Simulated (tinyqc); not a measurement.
Density and mobility of a removed layer (differential Hall).

Inverse problem. For layers in parallel the sheet conductance g = 1/Rs and the product g mu_H (mu_H signed, unit Hall factors) are additive. Find the sheet density and mobility of the layer that was removed, and its share of the conductance.

Constants: q = 1.602176634e-19 C. Results are converted to the units shown.

Rs before and after removing the top layer (ohm/square): [1794.0526, 2026.4640]
apparent mobility before and after, signed (cm^2/(V s)): [1949.8652, 2200]

Solution. The differences give g1 = q n mu and g1 mu = q n mu^2; their ratio is mu and g1^2/(q g1 mu) is n.

sheet density = 2.100e13 cm^-2
mobility = 19.00 cm^2/(V s)
share of the conductance = 11.47 %

Numbers from tinyqc (`OMP_NUM_THREADS=1 python tinyqc.py 2850128 2850129 out.jsonl`; about 0.04 s on one thread of a shared Intel Xeon 2.30GHz).
